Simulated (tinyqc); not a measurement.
Buckled dimers of a reconstructed (001) surface, two dangling bonds a dimer: one step. An isolated dimer. Three cases, with inputs chosen for the exercise.

Problem. For ta = tx = 0, W = -2 sqrt(tp^2 + (gm z)^2) + kf z^2. It buckles if gm^2/kf > tp; then sqrt(tp^2 + (gm z)^2) = gm^2/kf, the gap is twice that, and the gain is (gm^2/kf - tp)^2 kf/gm^2.

Case 1.

Values chosen (out of a larger set: of the size met on Si(001); not measured data): tp = 0.35 eV (pi coupling inside a dimer); gm = 1.72 eV/angstrom (shift of a dangling bond with height); kf = 5 eV/angstrom^2 (force constant of buckling).

Case 2.

Values chosen (out of a larger set: of the size met on Si(001); not measured data): tp = 0.38 eV (pi coupling inside a dimer); gm = 2.32 eV/angstrom (shift of a dangling bond with height); kf = 7.6 eV/angstrom^2 (force constant of buckling).

Case 3.

Values chosen (out of a larger set: of the size met on Si(001); not measured data): tp = 0.22 eV (pi coupling inside a dimer); gm = 2.37 eV/angstrom (shift of a dangling bond with height); kf = 9.4 eV/angstrom^2 (force constant of buckling).

Give: gm^2/kf; buckling z; gap; gain.

Solution.

Case 1.

gm^2/kf = 0.5917 eV
buckling z = 0.2774 angstrom
gap = 1.1834 eV
gain = 0.0987 eV

Case 2.

gm^2/kf = 0.7082 eV
buckling z = 0.2576 angstrom
gap = 1.4164 eV
gain = 0.1521 eV

Case 3.

gm^2/kf = 0.5975 eV
buckling z = 0.2344 angstrom
gap = 1.1951 eV
gain = 0.2385 eV

The pi bond is too weak to resist: the dimer tilts and charge moves to the up atom.

Computed by tinyqc, one run a case: `OMP_NUM_THREADS=1 python tinyqc.py N N+1 out.jsonl` with N = 1452348, 1452596, 1452620; one thread of a shared Intel(R) Xeon(R) Processor @ 2.30GHz, about 0.02 s a run at most.
